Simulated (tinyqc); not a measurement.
Worked calculation: Pariser-Parr-Pople SCF with singles CI, for the molecule C1=Nc2ccccc21 (SMILES; centres numbered as the heavy atoms are written). Computed by tinyqc, a small Python program that keeps every step. Settings: charge = 0, gamma = Ohno, start = core, damping = 0.5, iteration cap = 61, excitations kept = 9. Command: `OMP_NUM_THREADS=1 python tinyqc.py 31322 31323 out.jsonl` (the two numbers bound the seeds that draw the settings). One thread of a shared host (Intel(R) Xeon(R) Processor @ 2.60GHz), about 0.01 s of CPU time with the checks.

Centres (angstrom, eV; a flat drawing with bonds scaled to 1.40 angstrom):
```
centre          x          y  core charge z          W   gamma_rr
1C      -1.959000   0.700000              1  11.160000  11.130000
2N      -1.959000  -0.700000              1  14.100000  12.300000
3C      -0.559000  -0.700000              1  11.160000  11.130000
4C       0.653000  -1.400000              1  11.160000  11.130000
5C       1.866000  -0.700000              1  11.160000  11.130000
6C       1.866000   0.700000              1  11.160000  11.130000
7C       0.653000   1.400000              1  11.160000  11.130000
8C      -0.559000   0.700000              1  11.160000  11.130000
```

Resonance integrals (eV):
```
i  j       beta
1  2  -2.510000
2  3  -2.510000
3  4  -2.390000
4  5  -2.390000
5  6  -2.390000
6  7  -2.390000
7  8  -2.390000
8  1  -2.390000
8  3  -2.390000
```

Stop when output and input P, before any damping, agree to 1e-7.

Course of the cycle:
```
iteration         E (eV)  largest |P(out) - P(in)|
1          -102.01598242                  6.98e-01
2          -105.50310103                  3.75e-01
3          -107.42510856                  2.04e-01
4          -108.45406166                  1.11e-01
5          -108.99659236                  6.12e-02
6          -109.28048375                  3.34e-02
7          -109.42857542                  1.79e-02
8          -109.50582264                  1.35e-02
9          -109.54621543                  1.06e-02
10         -109.56744322                  8.38e-03
11         -109.57868895                  6.59e-03
...                  ...                       ...
51         -109.59277776                  4.90e-05
52         -109.59277782                  4.39e-05
53         -109.59277786                  3.93e-05
54         -109.59277790                  3.52e-05
55         -109.59277793                  3.15e-05
56         -109.59277796                  2.82e-05
57         -109.59277798                  2.52e-05
58         -109.59277800                  2.26e-05
59         -109.59277801                  2.02e-05
60         -109.59277802                  1.81e-05
61         -109.59277803                  1.62e-05
```

Can the last value be used, and what does the course show?

Not by the stop rule, although the second column moves by less than 1e-07 over the last three steps. Not converged within 61 iterations: the residual falls steadily but slowly, by a factor of about 0.90 a step. Reruns (cap 100 unless said): damping 0: converged in 52 (E = -109.59278); the original settings with a cap of 400: converged in 107 (E = -109.59278).
